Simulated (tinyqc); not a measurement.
Two-junction solar cell, detailed-balance limit: two steps of the calculation.

The top cell takes all photons above E1, the bottom cell those between E2 and E1. Each cell follows J = Jsc - J0 (exp(V/Vt) - 1) with J0 = q ge Phi(gap, T)/ERE; light emitted by one cell and absorbed by the other is left out. In series both carry one current; wired apart (four terminals) each works at its own maximum power point. Efficiencies are counted against Pin = fs X sigma Ts^4.

Parameters, values chosen for the exercise: cell temperature T = 300 K; temperature of the black-body sun Ts = 5778 K; share of the hemisphere filled by the sun fs = 2.16e-5; concentration X = 100; external radiative efficiency ERE = 0.0001; number of faces that emit ge = 1; gap of the bottom cell E2 = 0.82 eV; gap of the top cell E1 = 1.73 eV.

Constants: q = 1.602176634e-19 C, kB = 1.380649e-23 J/K, h = 6.62607015e-34 J s, c = 299792458 m/s, Vt = kB T/q. Results are converted to the units shown.

Problem 1. Photocurrents and dark currents. Photon flux above E from a black body at temperature T into a hemisphere: Phi(E, T) = A sum_k exp(-k E/th)[E^2 th/k + 2 E th^2/k^2 + 2 th^3/k^3], k = 1, 2, ..., with th = kB T/q in eV and A = 2 pi q^3/(h^3 c^2). J1 = q fs X Phi(E1, Ts), J2 = q fs X [Phi(E2, Ts) - Phi(E1, Ts)], J01 and J02 as above; sigma = 2 pi^5 kB^4/(15 h^3 c^2).

Find: J1; J2; J01; J02; Pin.

Solution 1.

J1 = 2782 mA/cm^2
J2 = 4157 mA/cm^2
J01 = 1.093e-19 mA/cm^2
J02 = 4.917e-5 mA/cm^2
Pin = 1.365e4 mW/cm^2

The top cell limits the series current; the other has 49 % more.

Problem 2. The series curve. V1 = Vt ln((J1 - J)/J01 + 1), V2 = Vt ln((J2 - J)/J02 + 1), power J (V1 + V2).

| point | J (mA/cm^2) |
|---|---|
| 0 | 0 |
| 1 | 1391 |
| 2 | 2226 |
| 3 | 2504 |
| 4 | 2615 |
| 5 | 2671 |
| 6 | 2727 |
| 7 | 2768 |

J1 = 2782.3562 mA/cm^2
J2 = 4156.9274 mA/cm^2
J01 = 1.0925848e-19 mA/cm^2
J02 = 4.9170728e-5 mA/cm^2

Give: V1; V2; power.

Solution 2.

| point | V1 (V) | V2 (V) | power (mW/cm^2) |
|---|---|---|---|
| 0 | 1.3337 | 0.47187 | 0 |
| 1 | 1.3158 | 0.46134 | 2472.0 |
| 2 | 1.2921 | 0.45205 | 3882.5 |
| 3 | 1.2742 | 0.44803 | 4312.5 |
| 4 | 1.2611 | 0.44623 | 4464.6 |
| 5 | 1.2505 | 0.44528 | 4529.5 |
| 6 | 1.2325 | 0.44428 | 4572.5 |
| 7 | 1.1976 | 0.44353 | 4542.6 |

Among these points the power is largest at J = 2727 mA/cm^2.

tinyqc, about 0.01 s, one thread, Intel Xeon 2.30GHz (shared host): `OMP_NUM_THREADS=1 python tinyqc.py 2820132 2820133 out.jsonl`
